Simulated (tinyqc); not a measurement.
Three-level Kane dispersion of a narrow-gap semiconductor, step by step. Values are carried at full precision from step to step, so a last printed digit may differ when a step is redone from the rounded ones.

Zero of energy at Gamma8, c = hbar^2/2m0, P^2 = Ep c. The free-electron term and remote bands are left out, so the heavy holes are flat at E = 0 and the other three bands obey E (E - Eg)(E + Dso) = P^2 k^2 (E + 2 Dso/3). The conduction band is the highest root; its edge is Ec = max(Eg, 0).

Constants: hbar^2/2m0 = 3.80998211 eV angstrom^2; hbar = 6.58211957e-16 eV s; e^2/(4 pi eps0) = 14.39964547 eV angstrom; muB = 5.788381798e-05 eV/T.

Parameters, chosen for this exercise (near those of grey Sn; shifted at random, so the results belong to these values and not to a real crystal):
```
symbol  value    unit        meaning
Eg      -0.411   eV          E(Gamma6) - E(Gamma8)
Dso     0.83     eV          spin-orbit splitting
Ep      21.9     eV          Kane energy
k       0.017    1/angstrom  wave vector
n       4.4e+17  cm^-3       electron density
eps     22.8                 high-frequency dielectric constant
B       2.7      T           magnetic field
```

## The three bands at one k

Expand the equation into E^3 + a2 E^2 + a1 E + a0 = 0 and give its roots; compare with the two-level form (Dso to infinity) E = Eg/2 +/- sqrt(Eg^2/4 + (2/3) P^2 k^2).

P^2 k^2 = 0.024114 eV^2

a2, a1, a0: 1.241000  0.317016  -0.013343

roots (eV): -0.8492  -0.4285  0.0367

two-level form (eV): -0.4470  0.0360

The two-level form misses the highest root by -0.7 meV. The order is inverted: the band that would be the light hole curves upward from Gamma8 and touches the heavy holes, so there is no gap.

## Mass at the edge and limiting velocity

For Eg < 0 the conduction band starts at Gamma8 with m0* = 3 |Eg|/(2 Ep). In the two-level form the velocity tends to v = sqrt(2/3) P/hbar, and |Eg| = 2 m v^2 with m = 3 |Eg|/(2 Ep), as for a relativistic particle. 1 angstrom = 1e-10 m.

m0* = 0.02815 m0
P = 9.1345 eV angstrom
v = 1.133e+06 m/s
k at which the linear part sets in, |Eg|/(2 hbar v) = 0.02755 1/angstrom

## Fermi level and mass at a given density

Degenerate electrons at T = 0: kF = (3 pi^2 n)^(1/3), 1 cm^-3 = 1e-24 angstrom^-3; EF is the highest root at kF. The momentum (cyclotron, optical) mass is m(E) = hbar^2 k/(dE/dk) = c d(k^2)/dE with d(k^2)/dE = k^2 [1/E + 1/(E - Eg) + 1/(E + Dso) - 1/(E + 2 Dso/3)]; the density of states is k d(k^2)/dE/(2 pi^2).

Edge mass m0* = 3 |Eg|/(2 Ep).

Compare EF - Ec with the parabolic value c kF^2/m0*.

kF = 0.02353 1/angstrom
EF - Ec = 0.0669 eV
parabolic value = 0.0749 eV
m(EF) = 0.03492 m0
m(EF)/m0* = 1.240
density of states at EF = 1.093e+19 1/(eV cm^3)

The parabola overstates EF - Ec by a factor of 1.12; (EF - Ec)/|Eg| = 0.16, and the two-level rule 1 + 2 (EF - Ec)/|Eg| = 1.325 estimates the mass ratio.

## Plasma and cyclotron energies

hbar wp = sqrt(8 pi c (e^2/4 pi eps0) n/(eps m)), hbar wc = 2 muB B/m (classical limit), with m = m(EF) and, for comparison, the edge mass; n in angstrom^-3.

hbar wp with m(EF), with m0* (meV): 27.60  30.74

hbar wc with m(EF), with m0* (meV): 8.95  11.10

hbar wc is not small against EF - Ec = 66.9 meV, so fewer than ten Landau levels are filled and the classical value is only a guide.

## Checks

- Roots of the cubic against the 8 x 8 Kane matrix without remote terms: they agree to 1e-10 or better.
- m(E) near the edge against m0*: both 0.02815.

(tinyqc, `OMP_NUM_THREADS=1 python tinyqc.py 1051321 1051322 out.jsonl`, Intel(R) Xeon(R) Processor @ 2.30GHz, 1 thread, shared host, about 0.01 s.)
